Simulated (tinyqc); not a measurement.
Against doping: dopants and charged point defects at anneal temperature: Fermi-level effect, clustering and pairing. Computed by tinyqc, a small Python program. Command: `OMP_NUM_THREADS=1 python tinyqc.py 3004952 3004953 out.jsonl pairing walk`. One thread of a shared host (Intel(R) Xeon(R) Processor @ 2.30GHz), about 0.01 s of CPU time with the checks.

Boltzmann statistics and full ionisation of active dopants. Energies are counted from the valence band; the defect (a vacancy or self-interstitial) has five charge states, with all degeneracy factors one.

Inputs (values chosen for the exercise, with bands modelled on InP):
```
quantity,value,unit
gap at 0 K E_g0,1.4,eV
Varshni alpha,0.000364,eV/K
Varshni beta,159,K
electron mass m_e,0.08,m_0
valleys M_c,1,-
hole mass m_h,0.59,m_0
anneal temperature T,970,K
total dopant density N,5.3e+19,cm^-3
formation enthalpy of the neutral defect H_f,3.27,eV
formation entropy S_f,7.9,k_B
site density N_s,4.2e+22,cm^-3
```

Dopant: donor. Second part: pairing with a mobile impurity.

defect levels as fractions of E_g(T): (2+/+), (+/0), (0/-), (-/2-): [0.17, 0.12, 0.37, 0.69]

Constants: m_0 = 9.1093837015e-31 kg; k_B = 1.380649e-23 J/K; h = 6.62607015e-34 J s; k_B = 8.617333262e-05 eV/K.

Method:
- E_g = E_g0 - alpha T^2/(T + beta).
- N_c = 2 M_c (2 pi m_e k_B T/h^2)^(3/2) and N_v = 2 (2 pi m_h k_B T/h^2)^(3/2), masses in units of m_0.
- n_i = sqrt(N_c N_v) exp(-E_g/2 k_B T); E_i = E_g/2 + (k_B T/2) ln(N_v/N_c).
- No clustering: A = N.
- n = A/2 + sqrt(A^2/4 + n_i^2) for an active density A.
- chi = n/n_i (for acceptors n_i/p); E_F = E_i + k_B T ln chi; field enhancement h = 1 + A/sqrt(A^2 + 4 n_i^2).
- C_0 = N_s exp(S_f/k_B) exp(-H_f/k_B T). Ratios to the neutral state at E_F = E_i: r_+ = exp((E(+/0) - E_i)/k_B T), r_2+ = r_+ exp((E(2+/+) - E_i)/k_B T), r_- = exp((E_i - E(0/-))/k_B T), r_2- = r_- exp((E_i - E(-/2-))/k_B T); at other E_F state q scales as chi^(-q). The enhancement is sum r_q chi^(-q)/sum r_q. The charge on the defects is left out of neutrality.
- chi = n/n_i; h = 1 + A/sqrt(A^2 + 4 n_i^2); the dopant diffusivity over its intrinsic value is D/D_i = enhancement x h x A/N, if every charge state carries the dopant equally well.

E_g = 1.09665 eV

k_B T = 0.0835881 eV

n_i = 2.09225e+16 cm^-3

E_i = 0.673585 eV

effective density of states N_b of the majority band = 3.30128e+18 cm^-3

neutral defects C_0 = 1.15987e+09 cm^-3

Charge states:
```
state,ratio r,intrinsic (cm^-3),doped (cm^-3)
2+,4.49709e-06,5.21603e+03,8.12858e-04
+,1.52764e-03,1.77186e+06,6.99466e+02
0,1.00000e+00,1.15987e+09,1.15987e+09
-,2.46339e+01,2.85720e+10,7.23775e+13
2-,9.11541e+00,1.05727e+10,6.78437e+16
```

Trend at the anneal temperature:
```
N (cm^-3),active A (cm^-3),chi,defect enhancement,mean charge,D/D_i
6.30e+14,6.30e+14,1.0152e+00,1.0188e+00,-1.2370,1.0341e+00
2.80e+15,2.80e+15,1.0691e+00,1.0865e+00,-1.2494,1.1591e+00
1.30e+16,1.30e+16,1.3578e+00,1.4749e+00,-1.3083,1.9125e+00
5.70e+16,5.70e+16,3.0520e+00,4.6356e+00,-1.5209,8.3723e+00
2.60e+17,2.60e+17,1.2507e+01,4.9925e+01,-1.8213,9.9215e+01
1.20e+18,1.20e+18,5.7372e+01,9.0410e+02,-1.9550,1.8076e+03
5.20e+18,5.20e+18,2.4854e+02,1.6380e+04,-1.9892,3.2759e+04
2.40e+19,2.40e+19,1.1471e+03,3.4596e+05,-1.9976,6.9193e+05
1.10e+20,1.10e+20,5.2575e+03,7.2543e+06,-1.9995,1.4509e+07
```

What does the comparison show, and why?

Well below n_i = 2.09e16 cm^-3 chi and the enhancement are near 1. At any doping d ln(enhancement)/d ln chi equals minus the mean charge, which goes from -1.24 to -2.00 over the rows. Rows with carriers above N_b lie beyond Boltzmann statistics. Caution: the carrier density exceeds the effective density of states, where Boltzmann statistics understate the shift of E_F and so the density of charged defects (gap narrowing, also left out, works the other way).
